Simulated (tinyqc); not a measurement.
Film and buried-oxide thickness from two coupling ratios.

Inverse problem. In a depleted film -dVT/dVb is k1 = Cs Cbox/(Cox (Cs + Cbox)) for a front channel and k2 = Cbox (Cox + Cs)/(Cox Cs) for a back channel, with Cox = eps0 eox/tox, Cs = eps0 eps_r/ts, Cbox = 3.9 eps0/tb. Find ts and tb.

Parameters, values chosen for the exercise; band and dielectric values those of a made-up semiconductor: relative permittivity eps_r = 9.34; relative permittivity of the gate insulator (close to zirconium oxide) eox = 25.7; insulator thickness tox = 3.6 nm.

coupling ratios for a front and a back channel: 0.0043124364  0.060227047

Solution. With y = Cox/Cs and z = Cox/Cbox, 1/k1 = y + z and k2 = (1 + y)/z, so y = (k2/k1 - 1)/(1 + k2); the thicknesses follow from y and z.

ts = 16.0 nm
tb = 120 nm

Computed by the program tinyqc: `OMP_NUM_THREADS=1 python tinyqc.py 2190171 2190172 out.jsonl`, one thread of a shared Intel Xeon 2.30GHz, about 0.5 s for the whole run.
